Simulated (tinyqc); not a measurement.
Microkinetic model of low-temperature epitaxy from hydride gases: adsorption, hydrogen desorption and rate control. Changing the hydrogen carrier pressure p_H. Computed by tinyqc, a small Python program. Command: `OMP_NUM_THREADS=1 python tinyqc.py 3015828 3015829 out.jsonl hepi sweep`. One thread of a shared host (Intel(R) Xeon(R) Processor @ 2.30GHz), about 0.04 s of CPU time with the checks.

Each hydride molecule needs two free sites and leaves four hydrogen atoms, of which two leave at once as H2; theta is the hydrogen coverage, the site density is 6.78 per nm^2 and one layer is 1.358 angstrom thick.

Inputs (values chosen for the exercise, close to those used for silane on Si(001)): silane pressure p_S = 1.2 Pa; sticking prefactor of silane s0 = 0.013; adsorption barrier E_s = 0.35 eV; desorption prefactor nu_d = 3.3e+11 1/s; desorption energy on silicon E_d = 2.2 eV; sticking of hydrogen s_H = 4.6e-08; temperature T = 590 C.

Film: silicon. Order of hydrogen desorption: first.

Constants: k_B = 8.617333262e-05 eV/K; u = 1.6605390666e-27 kg; k_B = 1.380649e-23 J/K.

Method:
- Flux per site F = p/(sqrt(2 pi M k_B T) x 6.78e18 per m^2), M = 32.12 u (silane), 2.016 u (hydrogen); s = s0 exp(-E_s/(k_B T)); k_S = s F_S = k; k_H = s_H F_H; k_d = nu_d exp(-E_d/(k_B T)).
- Temperatures in kelvin are T(C) + 273.15.
- With k the hydride and k_H the hydrogen adsorption rate on free pairs and k_d the desorption rate, steady state: 2 (k + k_H)(1 - theta)^2 = k_d theta; growth rate R = k (1 - theta)^2 layers/s; 1 layer/s = 8.148 nm/min.
- With c = 2 (k + k_H)/k_d the free share is 1 - theta = 2/(1 + sqrt(1 + 4c)).
- X_i = d ln R/d ln k_i at fixed other constants. With f = 1 - theta and a = 2/f + 1/theta: d ln f/d ln k_d = 1/(a f), so X_d = 2/(a f), X_k = 1 - X_d k/(k + k_H), X_H = -X_d k_H/(k + k_H); they sum to 1.

One run for each value:
```
hydrogen carrier pressure p_H (Pa)  growth rate G (nm/min)  hydrogen coverage theta  X_H (hydrogen adsorption)
1                                                  0.14684                  0.76607                -1.1274e-03
4                                                  0.14634                  0.76647                -4.4935e-03
20                                                 0.14376                  0.76854                -2.2045e-02
70                                                 0.13626                  0.77465                -7.2883e-02
300                                                0.11008                  0.79746                -2.4913e-01
1000                                               0.06994                  0.83856                -5.1580e-01
6000                                               0.01991                  0.91385                -8.4656e-01
20000                                              0.00675                  0.94986                -9.3823e-01
100000                                             0.00143                  0.97692                -9.8079e-01
```

Over the rows, growth rate G (nm/min) falls from 0.147 to 0.00143 (exponent d ln y / d ln x -0.0024 between the first rows and -0.96 between the last); hydrogen coverage theta rises from 0.766 to 0.977 (exponent d ln y / d ln x 3.7e-4 between the first rows and 0.017 between the last); X_H (hydrogen adsorption) falls from -0.00113 to -0.981 (exponent d ln y / d ln x 1.00 between the first rows and 0.028 between the last). At the high end the exponent of growth rate G is -0.96, close to -1: carrier hydrogen holds the sites. At the low end the exponent of growth rate G is 0.00, close to 0: carrier hydrogen plays no part.

Caution (rows 6000, 20000, 100000): at carrier pressures near or above 1e4 Pa gas-phase transport, left out here, begins to limit.
